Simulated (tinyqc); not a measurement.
Inside a calculation. Model: input admittance of a MOSFET at zero drain bias: distributed channel and distributed gate.

tinyqc, about 0.01 s, one thread, Intel Xeon 2.30GHz (shared host): `OMP_NUM_THREADS=1 python tinyqc.py 2262132 2262133 out.jsonl` Printed values are rounded.

Source and drain grounded, strong inversion, w = 2 pi f, Cox = eps0 eox/tox. The channel is an RC line of resistance 1/(mu Cox Vo) per square fed from both ends, so one finger has the intrinsic admittance y = i w Cox L tanh(g)/g per width, g = (1/2) sqrt(i w tau), tau = L^2/(mu Vo). The vertical resistance rv/L is in series with y, the overlaps 2 i w Cov in parallel: y_t = 1/(1/y + rv/L) + 2 i w Cov. The gate strip is a line of Rsh/L per length loaded by y_t, so a finger has Y = y_t Wf tanh(k)/k, k = (Wf/sd) sqrt(y_t Rsh/L); the device has Nf Y.

Values chosen for this exercise; values of the order met in silicon radio-frequency transistors: relative permittivity of the gate insulator (close to silicon dioxide) eox = 3.9; insulator thickness tox = 1.9 nm; channel length L = 0.22 um; finger width Wf = 1.8 um; number of fingers Nf = 32; channel mobility mu = 270 cm^2/(V s); gate overdrive Vo = 0.66 V; sheet resistance of the gate Rsh = 25 ohm/square; vertical resistivity of the gate stack rv = 3.3 ohm um^2; number of ends at which a finger is contacted sd = 2; overlap and fringe capacitance on each side Cov = 0.37 fF/um; frequency f = 80 GHz.

Constants: eps0 = 8.8541878128e-14 F/cm where lengths are in cm. Results are converted to the units shown.

## Low-frequency resistances and capacitance

Low-frequency limits, with c = Cox L and ct = c + 2 Cov: R_strip = Rsh Wf/(3 sd^2 L Nf), R_ch = (c/ct)^2 L/(12 mu Cox Vo Wf Nf), R_vert = (c/ct)^2 rv/(L Wf Nf), C = ct Wf Nf.

parts (ohm): strip 0.532670, channel 0.699777, vertical 0.185429
sum = 1.41788 ohm
C = 272.930 fF
1/(2 pi R C) = 411.274 GHz

The channel term is the largest, 49.4 % of the sum.

## Admittance of the channel and stack per width

tau, g, c = Cox L, y and y_t as defined.

tau = 2.71605 ps
g = 0.413103+0.413103i
c = 3.99836 fF/um
y = 224.42+1979.17i uS/um
y_t = 281.79+2336.15i uS/um

w tau = 1.37, and Im y is 0.985 of w c.

## Input impedance of the device

k and Y as defined; Z = 1/(Nf Y) = R + 1/(i w C); Q = |Im Z|/R; signal at the point farthest from a contact |1/cosh k|.

k = 0.348230+0.308751i
Nf Y = 25.375+131.482i mS
R = 1.41513 ohm
C = 271.317 fF
Q = 5.18154
signal at the far point = 0.983465

R is 0.19 % below its low-frequency limit and C is 0.59 % below its own.
